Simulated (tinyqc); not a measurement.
## Cell size and critical density at another thickness

Inverse problem. In the cell model of oxide breakdown (cubic cells of edge a, defect density growing as t^al) the Weibull slope is beta = al tox/a, and for small l the critical density is N_bd = a^(-3) (A/a^2)^(-a/tox). Find a from the slope, and then the area A and the slope at 7 nm.

Inputs (values chosen for the exercise): exponent of defect growth al = 0.31.

Weibull slope at a thickness of 6 nm = 1.86
N_bd there, small-l form = 2.2704548e19 cm^-3

Answer. a = al tox/beta, and A = a^2 (a^3 N_bd)^(-tox/a).

a = 1.000 nm
A = 7300 um^2
slope = 2.170

tinyqc, about 0.01 s, one thread, Intel Xeon 2.30GHz (shared host): `OMP_NUM_THREADS=1 python tinyqc.py 2070153 2070154 out.jsonl`
